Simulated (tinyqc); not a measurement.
Length of a molecular wire: coherent transport through a tight-binding bridge. Computed by the program tinyqc. T = Gamma_L Gamma_R |G_1n|^2 with the self-energies of semi-infinite chains.

A uniform bridge between two chains:
```
parameter                       value
site energy (eV)             3.840000
hopping in the bridge (eV)   1.270000
lead hopping (eV)            2.890000
couplings (eV)              0.77, 0.8
E (eV)                       0.300000
```

Transmission against length:
```
sites           T      ln T
2      2.3915e-03   -6.0358
3      4.2385e-04   -7.7661
4      7.5688e-05   -9.4889
5      1.3534e-05  -11.2103
6      2.4207e-06  -12.9315
7      4.3297e-07  -14.6526
8      7.7445e-08  -16.3737
9      1.3852e-08  -18.0948
10     2.4777e-09  -19.8159
```

What does the comparison show, and why?

E lies outside the band of the bridge (|E - e|/2h = 1.394 > 1), so T decays as exp(-beta n) with beta = 2 arccosh(1.394) = 1.7211 a site; the last two rows give 1.7211.
